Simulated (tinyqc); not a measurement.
From results back to parameters: exciton in an atomically thin sheet (Rytova-Keldysh potential). Two cases, with inputs chosen for the exercise.

Problem. The spacing of the 1s and 2s lines was computed from a hidden kap.

Relative motion in the plane with V(k) = -2 pi q/(k (kap + r0 k)), q = e^2/(4 pi eps0), c = hbar^2/2m0. Normalised Gaussians exp(-a_i r^2): with A = a_i + a_j, S_ij = 2 sqrt(a_i a_j)/A, T_ij = (4c/mu)(a_i a_j/A) S_ij, V_ij = -q S_ij times the integral over k from 0 to infinity of exp(-k^2/4A)/(kap + r0 k).

Converged values use 20 Gaussians with exponents 2^i/b^2, i = -11 to 8, b the larger of a0 kap/(2 mu) and sqrt(a0 r0/mu), a0 = 0.5291772 angstrom; p states use r exp(i theta) exp(-a r^2).

Constants: hbar^2/2m0 = 3.80998211 eV angstrom^2; e^2/(4 pi eps0) = 14.39964547 eV angstrom.

Case 1.

Values chosen (out of a larger set: near those of a MoSe2 monolayer; not measured data): r0 = 49.8 angstrom (screening length of the sheet).

mu = 0.29699 m0
2s - 1s = 192.88 meV

Case 2.

Values chosen (out of a larger set: near those of a MoS2 monolayer; not measured data): r0 = 40.4 angstrom (screening length of the sheet).

mu = 0.24744 m0
2s - 1s = 215.98 meV

Find: kap; 1s binding.

Solution. The spacing falls steadily as kap grows, so bisection on kap finds one value; the binding follows from the same solution.

Case 1.

kap = 2.45
1s binding = 299 meV

Case 2.

kap = 2.45
1s binding = 320 meV

Computed by tinyqc, one run a case: `OMP_NUM_THREADS=1 python tinyqc.py N N+1 out.jsonl` with N = 1281699, 1281759; one thread of a shared Intel(R) Xeon(R) Processor @ 2.30GHz, about 0.04 s a run at most.
